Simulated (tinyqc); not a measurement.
Worked calculation (part 1 of 2): ROHF in the sto-3g basis, for BeH, spin multiplicity 2. Computed by tinyqc, a small Python program that keeps every step (integrals from PySCF). Settings: charge = 0, multiplicity = 2, basis = sto-3g, energy threshold = 1e-08, iteration cap = 66, orthogonalisation = symmetric, start = Wolfsberg-Helmholz matrix, DIIS depth = 0, method = ROHF. Command: `OMP_NUM_THREADS=1 python tinyqc.py 31911 31912 out.jsonl` (the two numbers bound the seeds that draw the settings). One thread of a shared host (Intel(R) Xeon(R) Processor @ 2.60GHz), about 0.07 s of CPU time with the checks. Later iterations appear only in the table of the cycle.

## One-electron integrals

Geometry (angstrom):
```
atom         x         y         z
Be    0.000000  0.000000  0.000000
H     0.000000  0.000000  2.612000
```

Basis sto-3g: exponents (1/bohr^2) and contraction coefficients of normalised primitives:
```
element  l (shell)   exponent  coefficient
Be           s (1)  30.167871     0.154329
Be           s (1)   5.495115     0.535328
Be           s (1)   1.487193     0.444635
Be           s (2)   1.314833    -0.099967
Be           s (2)   0.305539     0.399513
Be           s (2)   0.099371     0.700115
Be           p (3)   1.314833     0.155916
Be           p (3)   0.305539     0.607684
Be           p (3)   0.099371     0.391957
H            s (1)   3.425251     0.154329
H            s (1)   0.623914     0.535328
H            s (1)   0.168855     0.444635
```

Overlap, kinetic and nuclear-attraction integrals over the contracted functions; the nuclear repulsion is the sum of Za Zb / Rab.

nuclear repulsion = 0.81037858 hartree

overlap S, lower triangle:
```
           1Be 1s    1Be 2s   1Be 2px   1Be 2py   1Be 2pz     2H 1s
1Be 1s   1.000000
1Be 2s   0.259517  1.000000
1Be 2px  0.000000  0.000000  1.000000
1Be 2py  0.000000  0.000000  0.000000  1.000000
1Be 2pz  0.000000  0.000000  0.000000  0.000000  1.000000
2H 1s    0.003257  0.105365  0.000000  0.000000  0.157254  1.000000
```

kinetic energy T (hartree), lower triangle:
```
            1Be 1s     1Be 2s   1Be 2px   1Be 2py   1Be 2pz     2H 1s
1Be 1s    6.693975
1Be 2s   -0.033012   0.211111
1Be 2px   0.000000   0.000000  0.660592
1Be 2py   0.000000   0.000000  0.000000  0.660592
1Be 2pz   0.000000   0.000000  0.000000  0.000000  0.660592
2H 1s    -0.002349  -0.007714  0.000000  0.000000  0.001919  0.760032
```

nuclear attraction V (hartree), lower triangle:
```
             1Be 1s     1Be 2s    1Be 2px    1Be 2py    1Be 2pz      2H 1s
1Be 1s   -14.763687
1Be 2s    -1.951822  -2.515677
1Be 2px    0.000000   0.000000  -2.487898
1Be 2py    0.000000   0.000000   0.000000  -2.487898
1Be 2pz   -0.004737  -0.051101   0.000000   0.000000  -2.515438
2H 1s     -0.023135  -0.190976   0.000000   0.000000  -0.279385  -2.036984
```

core Hamiltonian H = T + V (hartree), lower triangle:
```
            1Be 1s     1Be 2s    1Be 2px    1Be 2py    1Be 2pz      2H 1s
1Be 1s   -8.069712
1Be 2s   -1.984835  -2.304566
1Be 2px   0.000000   0.000000  -1.827307
1Be 2py   0.000000   0.000000   0.000000  -1.827307
1Be 2pz  -0.004737  -0.051101   0.000000   0.000000  -1.854846
2H 1s    -0.025484  -0.198689   0.000000   0.000000  -0.277466  -1.276952
```

## Two-electron integrals

Functions are numbered as in S; the eight-fold symmetry (ij|kl) = (ji|kl) = (kl|ij) leaves the list below.

Two-electron integrals (ij|kl) in chemists' order, unique and non-zero (hartree):
```
(11|11) 2.298831   (21|11) 0.392036   (21|21) 0.079539   (22|11) 0.570988
(22|21) 0.143041   (22|22) 0.417683   (31|31) 0.014607   (32|31) 0.021888
(32|32) 0.092265   (33|11) 0.569578   (33|21) 0.143083   (33|22) 0.417589
(33|33) 0.449859   (41|41) 0.014607   (42|41) 0.021888   (42|42) 0.092265
(43|43) 0.024249   (44|11) 0.569578   (44|21) 0.143083   (44|22) 0.417589
(44|33) 0.401360   (44|44) 0.449859   (51|51) 0.014607   (52|51) 0.021888
(52|52) 0.092265   (53|53) 0.024249   (54|54) 0.024249   (55|11) 0.569578
(55|21) 0.143083   (55|22) 0.417589   (55|33) 0.401360   (55|44) 0.401360
(55|55) 0.449859   (61|11) 0.004659   (61|21) 0.000957   (61|22) 0.001776
(61|33) 0.001759   (61|44) 0.001759   (61|51) 0.000113   (61|52) 0.000217
(61|55) 0.001810   (61|61) 0.000013   (62|11) 0.032613   (62|21) 0.008403
(62|22) 0.029817   (62|33) 0.028535   (62|44) 0.028535   (62|51) 0.001011
(62|52) 0.008067   (62|55) 0.032343   (62|61) 0.000118   (62|62) 0.005040
(63|31) 0.000416   (63|32) 0.002536   (63|53) 0.001089   (63|63) 0.000253
(64|41) 0.000416   (64|42) 0.002536   (64|54) 0.001089   (64|64) 0.000253
(65|11) 0.045351   (65|21) 0.011733   (65|22) 0.042555   (65|33) 0.040411
(65|44) 0.040411   (65|51) 0.001543   (65|52) 0.012365   (65|55) 0.046788
(65|61) 0.000166   (65|62) 0.007757   (65|65) 0.012010   (66|11) 0.202592
(66|21) 0.052575   (66|22) 0.201923   (66|33) 0.193096   (66|44) 0.193096
(66|51) 0.004735   (66|52) 0.050293   (66|55) 0.219335   (66|61) 0.000719
(66|62) 0.050539   (66|65) 0.080840   (66|66) 0.774606
```

## Orthogonalisation

S = U s U^T; symmetric (Loewdin) form X = U s^(-1/2) U^T, so that X^T S X = 1.

eigenvalues of S: 0.713044  0.857059  1.000000  1.000000  1.140119  1.289778

X, lower triangle:
```
            1Be 1s     1Be 2s   1Be 2px   1Be 2py    1Be 2pz     2H 1s
1Be 1s    1.026747
1Be 2s   -0.136410   1.031242
1Be 2px   0.000000   0.000000  1.000000
1Be 2py   0.000000   0.000000  0.000000  1.000000
1Be 2pz  -0.001254   0.006671  0.000000  0.000000   1.009527
2H 1s     0.009343  -0.055982  0.000000  0.000000  -0.080464  1.013970
```

## Starting guess

The start is the generalised Wolfsberg-Helmholz matrix (K = 1.75) built on H; D(s) = C_occ C_occ^T for each spin.

D(alpha) at the start, lower triangle:
```
            1Be 1s    1Be 2s   1Be 2px   1Be 2py   1Be 2pz     2H 1s
1Be 1s    0.979037
1Be 2s    0.031570  0.042459
1Be 2px   0.000000  0.000000  0.998985
1Be 2py   0.000000  0.000000  0.031849  0.001015
1Be 2pz  -0.055473  0.182927  0.000000  0.000000  0.826484
2H 1s    -0.018095  0.047979  0.000000  0.000000  0.217483  0.057242
```

D(beta) at the start, lower triangle:
```
            1Be 1s    1Be 2s   1Be 2px   1Be 2py   1Be 2pz     2H 1s
1Be 1s    0.979037
1Be 2s    0.031570  0.042459
1Be 2px   0.000000  0.000000  0.000000
1Be 2py   0.000000  0.000000  0.000000  0.000000
1Be 2pz  -0.055473  0.182927  0.000000  0.000000  0.826484
2H 1s    -0.018095  0.047979  0.000000  0.000000  0.217483  0.057242
```

## Iteration 1: building the Fock matrix

J_ij = sum D_kl (ij|kl) with D = D(alpha) + D(beta), K_ij = sum D_kl (ik|jl) for each spin; F = H + J - K(s); E = tr D H + tr D J / 2 - 0.5 sum_s tr D(s) K(s) + E_nn.

Coulomb J (hartree), lower triangle:
```
           1Be 1s    1Be 2s   1Be 2px   1Be 2py   1Be 2pz     2H 1s
1Be 1s   6.178912
1Be 2s   1.187190  2.345150
1Be 2px  0.000000  0.000000  2.344661
1Be 2py  0.000000  0.000000  0.001545  2.296260
1Be 2pz  0.014845  0.080701  0.000000  0.000000  2.385657
2H 1s    0.014528  0.168621  0.000000  0.000000  0.241530  1.180527
```

exchange K(alpha) (hartree), lower triangle:
```
            1Be 1s    1Be 2s   1Be 2px   1Be 2py   1Be 2pz     2H 1s
1Be 1s    2.305422
1Be 2s    0.450562  0.279512
1Be 2px   0.000000  0.000000  0.489785
1Be 2py   0.000000  0.000000  0.013555  0.065040
1Be 2pz  -0.001740  0.096480  0.000000  0.000000  0.437820
2H 1s     0.007448  0.048371  0.000000  0.000000  0.105880  0.097559
```

exchange K(beta) (hartree), lower triangle:
```
            1Be 1s    1Be 2s   1Be 2px   1Be 2py   1Be 2pz     2H 1s
1Be 1s    2.290815
1Be 2s    0.428673  0.187247
1Be 2px   0.000000  0.000000  0.040358
1Be 2py   0.000000  0.000000  0.000000  0.040358
1Be 2pz  -0.001740  0.096480  0.000000  0.000000  0.413571
2H 1s     0.007031  0.045835  0.000000  0.000000  0.104792  0.097306
```

F(alpha) (hartree), lower triangle:
```
            1Be 1s     1Be 2s    1Be 2px   1Be 2py    1Be 2pz      2H 1s
1Be 1s   -4.196221
1Be 2s   -1.248206  -0.238928
1Be 2px   0.000000   0.000000   0.027569
1Be 2py   0.000000   0.000000  -0.012011  0.403914
1Be 2pz   0.011847  -0.066881   0.000000  0.000000   0.092991
2H 1s    -0.018404  -0.078439   0.000000  0.000000  -0.141816  -0.193985
```

F(beta) (hartree), lower triangle:
```
            1Be 1s     1Be 2s   1Be 2px   1Be 2py    1Be 2pz      2H 1s
1Be 1s   -4.181615
1Be 2s   -1.226318  -0.146663
1Be 2px   0.000000   0.000000  0.476996
1Be 2py   0.000000   0.000000  0.001545  0.428596
1Be 2pz   0.011847  -0.066881  0.000000  0.000000   0.117241
2H 1s    -0.017988  -0.075903  0.000000  0.000000  -0.140728  -0.193731
```

total energy of this density = -14.18210431 hartree

## Iteration 1: Roothaan effective Fock matrix

With projectors Pc = D(beta) S, Po = (D(alpha) - D(beta)) S, Pv = 1 - D(alpha) S, the block xy is Px^T F Py; with Fc = (F(alpha) + F(beta))/2, the blocks are Fc for cc, oo, vv and cv, F(beta) for co and F(alpha) for ov.

effective F (hartree), lower triangle:
```
            1Be 1s     1Be 2s    1Be 2px   1Be 2py    1Be 2pz      2H 1s
1Be 1s   -4.188918
1Be 2s   -1.237262  -0.192796
1Be 2px   0.000000   0.000000   0.252283
1Be 2py   0.000000   0.000000  -0.005233  0.416255
1Be 2pz   0.011847  -0.066881   0.000000  0.000000   0.105116
2H 1s    -0.018196  -0.077171   0.000000  0.000000  -0.141272  -0.193858
```

## Iteration 1: diagonalisation and new density

Diagonalise F' = X^T F X, C = X C', fill 3 alpha and 2 beta electrons from the bottom; D(s) = C_occ C_occ^T. Each column has its largest component positive (the first on a tie).

F' = X^T F X (hartree), lower triangle:
```
           1          2          3         4          5          6
1  -4.073221
2  -0.719203   0.072312
3   0.000000   0.000000   0.252283
4   0.000000   0.000000  -0.005233  0.416255
5   0.017690  -0.056453   0.000000  0.000000   0.127978
6   0.019550  -0.068249   0.000000  0.000000  -0.135194  -0.167459
```

orbital energies (hartree): MO1 -4.194482, MO2 -0.237592, MO3 0.163512, MO4 0.228170, MO5 0.252116, MO6 0.416422

coefficients C:
```
               MO1        MO2        MO3        MO4       MO5        MO6
1Be 1s    0.989788  -0.050051  -0.157197  -0.256921  0.000000   0.000000
1Be 2s    0.036935   0.158200   0.549570   0.869959  0.000000   0.000000
1Be 2px   0.000000   0.000000   0.000000   0.000000  0.999492  -0.031865
1Be 2py   0.000000   0.000000   0.000000   0.000000  0.031865   0.999492
1Be 2pz  -0.001912   0.299506   0.802504  -0.540318  0.000000   0.000000
2H 1s    -0.001998   0.880281  -0.511909   0.029699  0.000000   0.000000
```

D(alpha) after iteration 1, lower triangle:
```
            1Be 1s     1Be 2s   1Be 2px   1Be 2py    1Be 2pz     2H 1s
1Be 1s    1.006896
1Be 2s   -0.057751   0.328419
1Be 2px   0.000000   0.000000  0.000000
1Be 2py   0.000000   0.000000  0.000000  0.000000
1Be 2pz  -0.143034   0.488344  0.000000  0.000000   0.733721
2H 1s     0.034434  -0.142144  0.000000  0.000000  -0.147156  1.036950
```

D(beta) after iteration 1, lower triangle:
```
            1Be 1s    1Be 2s   1Be 2px   1Be 2py   1Be 2pz     2H 1s
1Be 1s    0.982185
1Be 2s    0.028640  0.026391
1Be 2px   0.000000  0.000000  0.000000
1Be 2py   0.000000  0.000000  0.000000  0.000000
1Be 2pz  -0.016883  0.047311  0.000000  0.000000  0.089708
2H 1s    -0.046037  0.139186  0.000000  0.000000  0.263653  0.774898
```

## Iteration 2: building the Fock matrix

As before.

Coulomb J (hartree), lower triangle:
```
           1Be 1s    1Be 2s   1Be 2px   1Be 2py   1Be 2pz     2H 1s
1Be 1s   5.598668
1Be 2s   1.041652  1.995019
1Be 2px  0.000000  0.000000  1.962330
1Be 2py  0.000000  0.000000  0.000000  1.962330
1Be 2pz  0.027707  0.185796  0.000000  0.000000  2.051269
2H 1s    0.012868  0.203255  0.000000  0.000000  0.305121  2.126515
```

exchange K(alpha) (hartree), lower triangle:
```
            1Be 1s    1Be 2s   1Be 2px   1Be 2py   1Be 2pz     2H 1s
1Be 1s    2.306271
1Be 2s    0.419859  0.263392
1Be 2px   0.000000  0.000000  0.059523
1Be 2py   0.000000  0.000000  0.000000  0.059523
1Be 2pz  -0.003450  0.220096  0.000000  0.000000  0.367827
2H 1s     0.005875  0.058511  0.000000  0.000000  0.100076  0.783113
```

exchange K(beta) (hartree), lower triangle:
```
            1Be 1s    1Be 2s   1Be 2px   1Be 2py   1Be 2pz     2H 1s
1Be 1s    2.283650
1Be 2s    0.409708  0.121301
1Be 2px   0.000000  0.000000  0.021649
1Be 2py   0.000000  0.000000  0.000000  0.021649
1Be 2pz  -0.001475  0.045594  0.000000  0.000000  0.095669
2H 1s     0.005589  0.086169  0.000000  0.000000  0.138107  0.658829
```

F(alpha) (hartree), lower triangle:
```
            1Be 1s     1Be 2s   1Be 2px   1Be 2py    1Be 2pz     2H 1s
1Be 1s   -4.777315
1Be 2s   -1.363042  -0.572938
1Be 2px   0.000000   0.000000  0.075501
1Be 2py   0.000000   0.000000  0.000000  0.075501
1Be 2pz   0.026420  -0.085402  0.000000  0.000000  -0.171403
2H 1s    -0.018491  -0.053946  0.000000  0.000000  -0.072421  0.066450
```

F(beta) (hartree), lower triangle:
```
            1Be 1s     1Be 2s   1Be 2px   1Be 2py    1Be 2pz     2H 1s
1Be 1s   -4.754695
1Be 2s   -1.352891  -0.430848
1Be 2px   0.000000   0.000000  0.113375
1Be 2py   0.000000   0.000000  0.000000  0.113375
1Be 2pz   0.024444   0.089100  0.000000  0.000000   0.100754
2H 1s    -0.018205  -0.081604  0.000000  0.000000  -0.110453  0.190734
```

total energy of this density = -14.35845544 hartree

## Iteration 2: Roothaan effective Fock matrix

As before.

effective F (hartree), lower triangle:
```
            1Be 1s     1Be 2s   1Be 2px   1Be 2py    1Be 2pz     2H 1s
1Be 1s   -4.766146
1Be 2s   -1.355985  -0.502598
1Be 2px   0.000000   0.000000  0.094438
1Be 2py   0.000000   0.000000  0.000000  0.094438
1Be 2pz   0.028342   0.007347  0.000000  0.000000  -0.016093
2H 1s    -0.020073  -0.059007  0.000000  0.000000  -0.082296  0.116302
```

## Iteration 2: diagonalisation and new density

As before.

F' = X^T F X (hartree), lower triangle:
```
           1          2         3         4          5         6
1  -4.654322
2  -0.722470  -0.234702
3   0.000000   0.000000  0.094438
4   0.000000   0.000000  0.000000  0.094438
5   0.025595   0.012267  0.000000  0.000000  -0.002199
6   0.016410  -0.055249  0.000000  0.000000  -0.093665  0.138668
```

orbital energies (hartree): MO1 -4.769594, MO2 -0.132983, MO3 -0.044976, MO4 0.094438, MO5 0.094438, MO6 0.194998

coefficients C:
```
               MO1        MO2        MO3       MO4        MO5        MO6
1Be 1s    0.992474  -0.282333   0.068768  0.000000   0.000000   0.058819
1Be 2s    0.027582   0.989358  -0.228145  0.000000   0.000000  -0.231531
1Be 2px   0.000000   0.000000   0.000000  0.009881   0.999951   0.000000
1Be 2py   0.000000   0.000000   0.000000  0.999951  -0.009881   0.000000
1Be 2pz  -0.005850   0.101495   0.871883  0.000000   0.000000  -0.505123
2H 1s    -0.000782   0.181327   0.338393  0.000000   0.000000   0.943632
```

D(alpha) after iteration 2, lower triangle:
```
            1Be 1s     1Be 2s   1Be 2px   1Be 2py   1Be 2pz     2H 1s
1Be 1s    1.069445
1Be 2s   -0.267643   1.031640
1Be 2px   0.000000   0.000000  0.000000
1Be 2py   0.000000   0.000000  0.000000  0.000000
1Be 2pz   0.025496  -0.098662  0.000000  0.000000  0.770515
2H 1s    -0.028700   0.102173  0.000000  0.000000  0.313447  0.147390
```

D(beta) after iteration 2, lower triangle:
```
            1Be 1s    1Be 2s   1Be 2px   1Be 2py   1Be 2pz     2H 1s
1Be 1s    1.064716
1Be 2s   -0.251954  0.979590
1Be 2px   0.000000  0.000000  0.000000
1Be 2py   0.000000  0.000000  0.000000  0.000000
1Be 2pz  -0.034462  0.100254  0.000000  0.000000  0.010336
2H 1s    -0.051971  0.179375  0.000000  0.000000  0.018408  0.032880
```

Within a degenerate level the vectors are fixed only up to a rotation; this is one choice.

## Iteration 3: building the Fock matrix

As before.

Coulomb J (hartree), lower triangle:
```
           1Be 1s    1Be 2s   1Be 2px   1Be 2py   1Be 2pz     2H 1s
1Be 1s   6.176052
1Be 2s   1.175270  2.317213
1Be 2px  0.000000  0.000000  2.297567
1Be 2py  0.000000  0.000000  0.000000  2.297567
1Be 2pz  0.002237  0.021682  0.000000  0.000000  2.346536
2H 1s    0.014236  0.163180  0.000000  0.000000  0.233612  1.176820
```

exchange K(alpha) (hartree), lower triangle:
```
            1Be 1s     1Be 2s   1Be 2px   1Be 2py   1Be 2pz     2H 1s
1Be 1s    2.341933
1Be 2s    0.410063   0.521896
1Be 2px   0.000000   0.000000  0.118988
1Be 2py   0.000000   0.000000  0.000000  0.118988
1Be 2pz  -0.000390  -0.026134  0.000000  0.000000  0.479252
2H 1s     0.006968   0.079176  0.000000  0.000000  0.130061  0.188015
```

exchange K(beta) (hartree), lower triangle:
```
            1Be 1s    1Be 2s   1Be 2px   1Be 2py   1Be 2pz     2H 1s
1Be 1s    2.327982
1Be 2s    0.393960  0.433005
1Be 2px   0.000000  0.000000  0.096070
1Be 2py   0.000000  0.000000  0.000000  0.096070
1Be 2pz  -0.003745  0.054926  0.000000  0.000000  0.105947
2H 1s     0.003496  0.069570  0.000000  0.000000  0.029639  0.053061
```

F(alpha) (hartree), lower triangle:
```
            1Be 1s     1Be 2s   1Be 2px   1Be 2py    1Be 2pz      2H 1s
1Be 1s   -4.235593
1Be 2s   -1.219628  -0.509248
1Be 2px   0.000000   0.000000  0.351273
1Be 2py   0.000000   0.000000  0.000000  0.351273
1Be 2pz  -0.002111  -0.003286  0.000000  0.000000   0.012438
2H 1s    -0.018217  -0.114685  0.000000  0.000000  -0.173914  -0.288148
```

F(beta) (hartree), lower triangle:
```
            1Be 1s     1Be 2s   1Be 2px   1Be 2py    1Be 2pz      2H 1s
1Be 1s   -4.221642
1Be 2s   -1.203525  -0.420357
1Be 2px   0.000000   0.000000  0.374190
1Be 2py   0.000000   0.000000  0.000000  0.374190
1Be 2pz   0.001244  -0.084345  0.000000  0.000000   0.385743
2H 1s    -0.014745  -0.105080  0.000000  0.000000  -0.073492  -0.153193
```

total energy of this density = -14.53367066 hartree

## Iteration 3: Roothaan effective Fock matrix

As before.

effective F (hartree), lower triangle:
```
            1Be 1s     1Be 2s   1Be 2px   1Be 2py    1Be 2pz      2H 1s
1Be 1s   -4.228646
1Be 2s   -1.211499  -0.459777
1Be 2px   0.000000   0.000000  0.362731
1Be 2py   0.000000   0.000000  0.000000  0.362731
1Be 2pz  -0.001763  -0.055391  0.000000  0.000000   0.180718
2H 1s    -0.016906  -0.119203  0.000000  0.000000  -0.113244  -0.206077
```

## Iteration 3: diagonalisation and new density

As before.

F' = X^T F X (hartree), lower triangle:
```
           1          2         3         4          5          6
1  -4.127118
2  -0.649238  -0.214600
3   0.000000   0.000000  0.362731
4   0.000000   0.000000  0.000000  0.362731
5   0.002086  -0.042145  0.000000  0.000000   0.200617
6   0.023882  -0.096740  0.000000  0.000000  -0.112624  -0.180053
```

orbital energies (hartree): MO1 -4.232058, MO2 -0.278618, MO3 -0.042570, MO4 0.232093, MO5 0.362731, MO6 0.362731

coefficients C:
```
               MO1        MO2        MO3        MO4       MO5        MO6
1Be 1s    0.991823  -0.151147  -0.257441   0.008389  0.000000   0.000000
1Be 2s    0.029935   0.512964   0.905832  -0.026196  0.000000   0.000000
1Be 2px   0.000000   0.000000   0.000000   0.000000  0.097993   0.995187
1Be 2py   0.000000   0.000000   0.000000   0.000000  0.995187  -0.097993
1Be 2pz   0.000997   0.178028  -0.051864   0.995630  0.000000   0.000000
2H 1s    -0.001797   0.772393  -0.575338  -0.331999  0.000000   0.000000
```

D(alpha) after iteration 3, lower triangle:
```
            1Be 1s     1Be 2s   1Be 2px   1Be 2py   1Be 2pz     2H 1s
1Be 1s    1.072835
1Be 2s   -0.281042   1.084561
1Be 2px   0.000000   0.000000  0.000000
1Be 2py   0.000000   0.000000  0.000000  0.000000
1Be 2pz  -0.012568   0.044371  0.000000  0.000000  0.034385
2H 1s     0.029589  -0.125004  0.000000  0.000000  0.167345  0.927608
```

D(beta) after iteration 3, lower triangle:
```
            1Be 1s    1Be 2s   1Be 2px   1Be 2py   1Be 2pz     2H 1s
1Be 1s    1.006558
1Be 2s   -0.047843  0.264028
1Be 2px   0.000000  0.000000  0.000000
1Be 2py   0.000000  0.000000  0.000000  0.000000
1Be 2pz  -0.025920  0.091352  0.000000  0.000000  0.031695
2H 1s    -0.118527  0.396156  0.000000  0.000000  0.137506  0.596594
```

Within a degenerate level the vectors are fixed only up to a rotation; this is one choice.
